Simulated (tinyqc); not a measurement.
Anisotropic elasticity and sound waves of a cubic crystal. Changing the C44. Computed by tinyqc, a small Python program. Command: `OMP_NUM_THREADS=1 python tinyqc.py 3015098 3015099 out.jsonl cubicelastic sweep`. One thread of a shared host (Intel(R) Xeon(R) Processor @ 2.30GHz), about 0.01 s of CPU time with the checks.

Voigt order 1..6 = xx, yy, zz, yz, xz, xy, with engineering shear strains. The rotated frame has x' as named, z' along the wafer normal and y' = z' x x'.

Inputs (values chosen for the exercise, for a model crystal): C11 = 63.5 GPa; C12 = 42.9 GPa; expansion coefficient of the film = 24 ppm/K; expansion coefficient of the substrate = 7.5 ppm/K; cooling Delta T = 100 K.

Frame: (111) wafer, x' along [1-10].

direction cosines a (rows x', y', z' in the cube axes), rows x', y', z', columns x, y, z:
```
[[0.7071068, -0.7071068, 0.0000000],
 [0.4082483, 0.4082483, -0.8164966],
 [0.5773503, 0.5773503, 0.5773503]]
```

Method:
- S11 = (C11 + C12)/D, S12 = -C12/D, D = (C11 - C12)(C11 + 2 C12), S44 = 1/C44. Zener ratio A = 2 C44/(C11 - C12); S0 = S11 - S12 - S44/2; H = 2 C44 + C12 - C11.
- C'_ijkl = C12 delta_ij delta_kl + C44 (delta_ik delta_jl + delta_il delta_jk) - H sum_m a_im a_jm a_km a_lm.
- Invert C' to S'. E along x' = 1/S'11, along y' = 1/S'22; Poisson ratios nu(x'y') = -S'12/S'11 and nu(x'z') = -S'13/S'11; in-plane shear modulus 1/S'66.
- On cooling, a thick substrate imposes eps_1 = eps_2 = (alpha_film - alpha_substrate) Delta T and eps_6 = 0; the free surface sets sigma_3 = sigma_4 = sigma_5 = 0, which fixes eps_3, eps_4, eps_5. Biaxial modulus M = (sigma_1 + sigma_2)/(2 eps); energy density M eps^2. Elastic response and constant coefficients are assumed.

One run for each value:
```
C44 (GPa)  Zener ratio A  E along x' (GPa)  E along y' (GPa)  biaxial modulus M (GPa)  nu(x'y')  nu(x'z')
3.09              0.3000            10.961            10.961                    17.12   0.35983   0.56676
4.32              0.4194            14.664            14.664                    23.23   0.36877   0.53301
6.05              0.5874            19.363            19.363                    31.24   0.38013   0.49018
8.46              0.8214            25.079            25.079                    41.38   0.39395   0.43808
16.60             1.6117            39.396            39.396                    68.94   0.42855   0.30758
23.20             2.2524            47.395            47.395                    85.84   0.44788   0.23467
32.40             3.1456            55.435            55.435                   104.07   0.46731   0.16139
45.30             4.3981            63.123            63.123                   122.78   0.48590   0.09131
```

Give the missing row, C44 (GPa) = 11.80.

Computed row:
```
C44 (GPa)  Zener ratio A  E along x' (GPa)  E along y' (GPa)  biaxial modulus M (GPa)  nu(x'y')  nu(x'z')
11.80             1.1456            31.736            31.736                    53.79   0.41004   0.37740
```

Interpolating between the two neighbouring rows (the first column on a logarithmic scale, the others too where they are positive) misses most in nu(x'z'), by 2.5 %. Over the rows, Zener ratio A rises from 0.300 to 4.40 (exponent d ln y / d ln x about 1.0 throughout); E along x' (GPa) rises from 11.0 to 63.1 (exponent d ln y / d ln x 0.87 between the first rows and 0.39 between the last); E along y' (GPa) rises from 11.0 to 63.1 (exponent d ln y / d ln x 0.87 between the first rows and 0.39 between the last); biaxial modulus M (GPa) rises from 17.1 to 123 (exponent d ln y / d ln x 0.91 between the first rows and 0.49 between the last). The crystal is isotropic at C44 = (C11 - C12)/2 = 10.3 GPa.

Caution (rows 45.3): the thermal stress of this film exceeds 200 MPa, which can relax by slip, cracking or buckling in a real film.
